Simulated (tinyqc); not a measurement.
Choosing the metal: Schottky barrier with interface states (Cowley-Sze model), image lowering and contact resistance. Computed by tinyqc, a small Python program. Command: `OMP_NUM_THREADS=1 python tinyqc.py 3002512 3002513 out.jsonl pinning walk`. One thread of a shared host (Intel(R) Xeon(R) Processor @ 2.30GHz), about 0.01 s of CPU time with the checks.

An n-type semiconductor under a metal. The barrier lies between the Schottky-Mott limit phi_M - chi and the Bardeen limit E_g - E_n, E_n being the neutrality level of the interface states; the space-charge term of the full Cowley-Sze expression is left out.

Inputs (values chosen for the exercise, with gap, mass and screening modelled on beta-Ga2O3):
```
quantity                                       value   unit
gap E_g                                         4.82     eV
electron affinity chi                           3.69     eV
metal work function phi_M                       5.06     eV
neutrality level E_n above the valence band     1.88     eV
optical dielectric constant eps_opt             3.62      -
dielectric constant eps_s                        9.8      -
electron mass m_e                               0.28    m_0
valleys M_c                                        1      -
donor density N                              1.5e+16  cm^-3
temperature T                                    300      K
```

Pinning factor from: Moench relation.

Constants: k_B = 8.617333262e-05 eV/K; hbar = 1.054571817e-34 J s; m_0 = 9.1093837015e-31 kg; eps_0 = 8.8541878128e-12 F/m; e = 1.602176634e-19 C; k_B = 1.380649e-23 J/K; h = 6.62607015e-34 J s.

Method:
- S = 1/(1 + 0.1 (eps_opt - 1)^2), an empirical relation for metal-induced gap states.
- phi_B = S (phi_M - chi) + (1 - S)(E_g - E_n); the hole barrier is E_g - phi_B.
- A* = 4 pi e m_e M_c k_B^2/h^3 (a simple valley count); J_s = A* T^2 exp(-phi/k_B T).
- E_00 = (e hbar/2) sqrt(N/(m_e eps_s eps_0)), E_0 = E_00 coth(E_00/k_B T); scaling form of the contact resistivity rho_c = (k_B/(e A* T)) exp(phi_B/E_0), which is the thermionic result when E_00 << k_B T and keeps only the leading exponential of tunnelling when E_00 >> k_B T; image lowering is left out of it.

pinning factor S = 0.592965

Bardeen barrier = 2.94 eV

E_0 = 0.0258763 eV

Against work function:
```
phi_M (eV)  Schottky-Mott (eV)  phi_B (eV)  J_0 (A/cm^2)  rho_c (ohm cm^2)
3.69                      0.00      1.1967    2.3868e-14        1.0370e+12
3.92                      0.23      1.3331    1.2210e-16        2.0173e+14
4.15                      0.46      1.4694    6.2458e-19        3.9240e+16
4.38                      0.69      1.6058    3.1950e-21        7.6330e+18
4.60                      0.91      1.7363    2.0558e-23        1.1807e+21
4.83                      1.14      1.8727    1.0516e-25        2.2967e+23
5.06                      1.37      2.0090    5.3795e-28        4.4676e+25
5.29                      1.60      2.1454    2.7518e-30        8.6903e+27
```

What follows from these numbers?

A span of 1.60 eV in work function moves the barrier by 0.949 eV (slope S = 0.593) and rho_c by 15.9 decades. The barrier equals its Schottky-Mott value only at phi_M = chi + E_g - E_n = 6.63 eV, where the interface states are neutral (beyond the work function of any metal).
